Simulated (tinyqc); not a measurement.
Peak against initial coverage: adsorption as a lattice gas: isotherms with interactions, competition, desorption peaks and saturation dose. Computed by tinyqc, a small Python program. Command: `OMP_NUM_THREADS=1 python tinyqc.py 3031486 3031487 out.jsonl adsorb walk`. One thread of a shared host (Intel(R) Xeon(R) Processor @ 2.30GHz), about 0.2 s of CPU time with the checks.

One adsorbate per site; a molecule needs 1 empty site. Gas and surface have the same temperature.

Inputs (values chosen for the exercise, for a model surface):
```
quantity                           value  unit
desorption energy E                 1.69    eV
prefactor nu                     1.1e+12   1/s
pair energy w (positive repels)    0.037    eV
neighbours z                           4     -
heating rate beta                      8   K/s
```

Adsorption: molecular (first order).

Constants: k_B = 8.617333262e-05 eV/K.

Method. Heating at the rate beta: d theta/dT = -(nu/beta) theta^1 exp(-[E - z w theta]/(k_B T)). Integrated numerically (relative tolerance 1e-9); T_p is the maximum of the rate.

Peak temperatures (K):
```
theta_0   w = 0  with w
0.1      680.74  676.27
0.3      680.74  667.23
0.5      680.74  658.01
0.7      680.74  648.61
0.9      680.74  639.02
```

What follows from these numbers?

Without interaction the peak does not move; with w it moves by -37.3 K, so repulsion in first order mimics second-order kinetics.

Extremes, crossings and ranges named in words are read from the listed rows.
